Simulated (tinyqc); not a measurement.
Thermal, flicker and telegraph noise of a field-effect transistor: one step, computed by the program tinyqc. Command: `OMP_NUM_THREADS=1 python tinyqc.py 3018687 3018688 out.jsonl noise walk`. One thread of a shared host (Intel(R) Xeon(R) Processor @ 2.30GHz), about 0.01 s of CPU time with the checks.

Strong inversion, threshold roll-off and channel-length modulation left out; noise sources are uncorrelated and are given as one-sided spectral densities.

Problem. Flicker noise. C_ox = 3.9 eps_0/t; V_c = 2 v_s L/mu; I = W C_ox v_s V_ov^2/(V_ov + V_c); g_m = W C_ox v_s V_ov (V_ov + 2 V_c)/(V_ov + V_c)^2; g_d0 = mu C_ox (W/L) V_ov. Tunnelling length lambda = hbar/(2 sqrt(2 m_ox phi)); flat-band noise S_Vfb = e^2 k_B T lambda N_t/(W L C_ox^2 f). S_I = g_m^2 S_Vfb.

Inputs (values chosen for the exercise, modelled on a silicon n-channel):
```
quantity,value,unit
width W,1.7,micrometre
length L,44,nm
electrical oxide thickness t,1.9,nm
mobility mu,420,cm^2/(V s)
saturation velocity v_s,0.75,1e7 cm/s
overdrive V_ov,0.37,V
oxide trap density N_t,1.3e+16,1/(eV cm^3)
oxide barrier phi,1.8,eV
oxide mass m_ox,0.24,m_0
frequency f,60000,Hz
temperature T,200,K
```

Operating region: saturation. Flicker model: number fluctuation.

drain current I = 601.7901 microampere

Constants: eps_0 = 8.8541878128e-12 F/m; hbar = 1.054571817e-34 J s; m_0 = 9.1093837015e-31 kg; e = 1.602176634e-19 C; k_B = 8.617333262e-05 eV/K.

Give: tunnelling length lambda; S_Vfb; flicker S_I; flicker S_I/I^2.

Solution.

tunnelling length lambda = 1.485 angstrom

S_Vfb = 5.761e-16 V^2/Hz

flicker S_I = 2.568e-21 A^2/Hz

flicker S_I/I^2 = 7.091e-15 1/Hz

Caution: fewer than one trap per decade of time constant is active, so one device shows telegraph steps and the 1/f law is only a mean over many devices.
